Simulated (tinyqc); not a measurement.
# Input admittance of a MOSFET at zero drain bias: distributed channel and distributed gate, step by step

Program tinyqc, `OMP_NUM_THREADS=1 python tinyqc.py 2262227 2262228 out.jsonl`; Intel Xeon 2.30GHz, shared host, one thread, about 0.01 s. Printed values are rounded.

Source and drain grounded, strong inversion, w = 2 pi f, Cox = eps0 eox/tox. The channel is an RC line of resistance 1/(mu Cox Vo) per square fed from both ends, so one finger has the intrinsic admittance y = i w Cox L tanh(g)/g per width, g = (1/2) sqrt(i w tau), tau = L^2/(mu Vo). The vertical resistance rv/L is in series with y, the overlaps 2 i w Cov in parallel: y_t = 1/(1/y + rv/L) + 2 i w Cov. The gate strip is a line of Rsh/L per length loaded by y_t, so a finger has Y = y_t Wf tanh(k)/k, k = (Wf/sd) sqrt(y_t Rsh/L); the device has Nf Y.

Inputs (values chosen for the exercise); values of the order met in silicon radio-frequency transistors:

| symbol | value | unit | meaning |
|---|---|---|---|
| eox | 3.9 |  | relative permittivity of the gate insulator (close to silicon dioxide) |
| tox | 6 | nm | insulator thickness |
| L | 0.99 | um | channel length |
| Wf | 2.4 | um | finger width |
| Nf | 16 |  | number of fingers |
| mu | 370 | cm^2/(V s) | channel mobility |
| Vo | 0.61 | V | gate overdrive |
| Rsh | 32 | ohm/square | sheet resistance of the gate |
| rv | 3.9 | ohm um^2 | vertical resistivity of the gate stack |
| sd | 1 |  | number of ends at which a finger is contacted |
| Cov | 0.37 | fF/um | overlap and fringe capacitance on each side |
| f | 13 | GHz | frequency |

Constants: eps0 = 8.8541878128e-14 F/cm where lengths are in cm. Results are converted to the units shown.

## Low-frequency resistances and capacitance

Low-frequency limits, with c = Cox L and ct = c + 2 Cov: R_strip = Rsh Wf/(3 sd^2 L Nf), R_ch = (c/ct)^2 L/(12 mu Cox Vo Wf Nf), R_vert = (c/ct)^2 rv/(L Wf Nf), C = ct Wf Nf.

parts (ohm): strip 1.616162, channel 12.95586, vertical 0.08035915
sum = 14.65238 ohm
C = 247.2065 fF
1/(2 pi R C) = 43.93919 GHz

The channel term is the largest, 88.4 % of the sum.

## Admittance of the channel and stack per width

tau, g, c = Cox L, y and y_t as defined.

tau = 43.42490 ps
g = 0.6658648+0.6658648i
c = 5.697670 fF/um
y = 122.0527+422.1734i uS/um
y_t = 122.6951+482.2108i uS/um

w tau = 3.55, and Im y is 0.907 of w c.

## Input impedance of the device

k and Y as defined; Z = 1/(Nf Y) = R + 1/(i w C); Q = |Im Z|/R; signal at the point farthest from a contact |1/cosh k|.

k = 0.2402947+0.1868099i
Nf Y = 5.21448+18.21956i mS
R = 14.51922 ohm
C = 241.3273 fF
Q = 3.494032
signal at the far point = 0.9880344

R is 0.91 % below its low-frequency limit and C is 2.4 % below its own.
